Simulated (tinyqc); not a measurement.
# Doping and barrier from two capacitances

Question. A Schottky diode on a uniformly doped n-type layer obeys (A/C)^2 = 2 (Vbi - V - Vt)/(q eps0 eps_r Nd) in reverse bias, with phiB = Vbi + Vt ln(Nc/Nd) and image force ignored. Find Nd, Vbi and phiB.

Values chosen for this exercise; band and dielectric values close to those of gallium arsenide:
```
symbol,value,unit,meaning
T,250,K,temperature
eps_r,12.8,,relative permittivity
Nc,3.32e17,cm^-3,conduction-band density of states at T
A,0.00043,cm^2,diode area
```

Constants: q = 1.602176634e-19 C, kB = 1.380649e-23 J/K, Vt = kB T/q, eps0 = 8.8541878128e-14 F/cm where lengths are in cm. Results are converted to the units shown.

C at V = -0.5 and -6.3 V (pF): [12.430560, 5.1379377]

Solution. The slope of (A/C)^2 against -V gives Nd, the intercept Vbi - Vt, and the Fermi-level depth Vt ln(Nc/Nd) is added for the barrier.

Nd = 1.100e16 cm^-3
Vbi = 0.7166 V
phiB = 0.7900 eV

Computed by the program tinyqc: `OMP_NUM_THREADS=1 python tinyqc.py 2020134 2020135 out.jsonl`, one thread of a shared Intel Xeon 2.30GHz, about 0.08 s for the whole run.
